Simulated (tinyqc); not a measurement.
Worked calculation: Hueckel theory of the pi electrons with the omega technique, for the molecule C=Cc1ccccc1 (SMILES; centres numbered as the heavy atoms are written). One step of it, computed by the program tinyqc.

Problem. Energy, charges, bond orders. E = sum n x; q_r = z_r - P_rr; bond order p = P_rs; free valence = sqrt(3) - sum of p over the bonds of the atom.

x values: [2.135779, 1.414214, 1.000000, 0.662153, -0.662153, -1.000000, -1.414214, -2.135779]

occupations: [2.000000, 2.000000, 2.000000, 2.000000, 0.000000, 0.000000, 0.000000, 0.000000]

charge and bond-order matrix P, order 1C, 2C, 3C, 4C, 5C, 6C, 7C, 8C:
$$\begin{pmatrix}
1.000000 & 0.911344 & 0.000000 & -0.252725 & 0.000000 & 0.204237 & 0.000000 & -0.252725 \\
0.911344 & 1.000000 & 0.405894 & 0.000000 & -0.048488 & 0.000000 & -0.048488 & 0.000000 \\
0.000000 & 0.405894 & 1.000000 & 0.610131 & 0.000000 & -0.301212 & 0.000000 & 0.610131 \\
-0.252725 & 0.000000 & 0.610131 & 1.000000 & 0.678703 & 0.000000 & -0.321297 & 0.000000 \\
0.000000 & -0.048488 & 0.000000 & 0.678703 & 1.000000 & 0.658619 & 0.000000 & -0.321297 \\
0.204237 & 0.000000 & -0.301212 & 0.000000 & 0.658619 & 1.000000 & 0.658619 & 0.000000 \\
0.000000 & -0.048488 & 0.000000 & -0.321297 & 0.000000 & 0.658619 & 1.000000 & 0.678703 \\
-0.252725 & 0.000000 & 0.610131 & 0.000000 & -0.321297 & 0.000000 & 0.678703 & 1.000000
\end{pmatrix}$$

Centres:
```
centre  z_r, pi electrons of the neutral centre         h
1C                                            1  0.000000
2C                                            1  0.000000
3C                                            1  0.000000
4C                                            1  0.000000
5C                                            1  0.000000
6C                                            1  0.000000
7C                                            1  0.000000
8C                                            1  0.000000
```

Bonds:
```
i  j  k
1  2  1
2  3  1
3  4  1
4  5  1
5  6  1
6  7  1
7  8  1
8  3  1
```

Give: pi energy = 8 alpha + this times beta; pi charges; Bond orders and lengths from R = 1.517 - 0.180 p; free valence of the carbons; gap between the highest filled and the next level.

Solution.

pi energy = 8 alpha + this times beta = 10.424

pi charges: 1C 0.000, 2C 0.000, 3C 0.000, 4C 0.000, 5C 0.000, 6C 0.000, 7C 0.000, 8C 0.000

Bond orders and lengths from R = 1.517 - 0.180 p (angstrom, C-C alone):
```
bond      p      R
1-2   0.911  1.353
2-3   0.406  1.444
3-4   0.610  1.407
4-5   0.679  1.395
5-6   0.659  1.398
6-7   0.659  1.398
7-8   0.679  1.395
8-3   0.610  1.407
```

free valence of the carbons: 1C 0.821, 2C 0.415, 3C 0.106, 4C 0.443, 5C 0.395, 6C 0.415, 7C 0.395, 8C 0.443

gap between the highest filled and the next level = 1.324 |beta|
